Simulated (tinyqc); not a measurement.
Mobility of a non-polar semiconductor in the relaxation-time approximation: one step, computed by the program tinyqc. Command: `OMP_NUM_THREADS=1 python tinyqc.py 3001424 3001425 out.jsonl rta walk`. One thread of a shared host (Intel(R) Xeon(R) Processor @ 2.30GHz), about 0.01 s of CPU time with the checks.

Each valley is treated as a sphere of mass m_d for states and rates, with one isotropic relaxation time; the conductivity mass m_c sets the current.

Problem. Fermi level and screening. Parabolic band: E = hbar^2 k^2/(2 m), speed v = hbar k/m, states per spin, volume and energy g(E) = m k/(2 pi^2 hbar^2). Here m = m_d. Masses are multiplied by m_0 and all formulas are in SI units. The reduced Fermi level eta = E_F/(k_B T) solves n = 2 Z int g f dE with f = 1/(1 + exp(x - eta)) (Z = 1 unless valleys are given); screening length L_s = sqrt(eps_s eps_0 k_B T/(e^2 dn/deta)), dn/deta = 2 Z int g f (1 - f) dE. Integrals over x = E/(k_B T) use 160 Gauss-Legendre points in u = sqrt(x) from 0 to sqrt(max(eta, 0) + 32).

Inputs (values chosen for the exercise, modelled on electrons in diamond):

| quantity | value | unit |
|---|---|---|
| equivalent valleys Z | 6 | - |
| static permittivity eps_s | 5.7 | - |
| carrier density n | 2.5e+16 | 1/cm^3 |
| temperature T | 350 | K |

Band: parabolic. Impurity formula: Brooks-Herring. Further scattering: none.

density-of-states mass m_d = 0.4784988 m_0

Constants: k_B = 8.617333262e-05 eV/K; m_0 = 9.1093837015e-31 kg; e = 1.602176634e-19 C; hbar = 1.054571817e-34 J s; eps_0 = 8.8541878128e-12 F/m; k_B = 1.380649e-23 J/K.

Give: reduced Fermi level eta; screening length L_s.

Solution.

reduced Fermi level eta = -7.8287

screening length L_s = 19.496 nm

The gas is non-degenerate (eta < -2), and L_s is close to the Debye length.
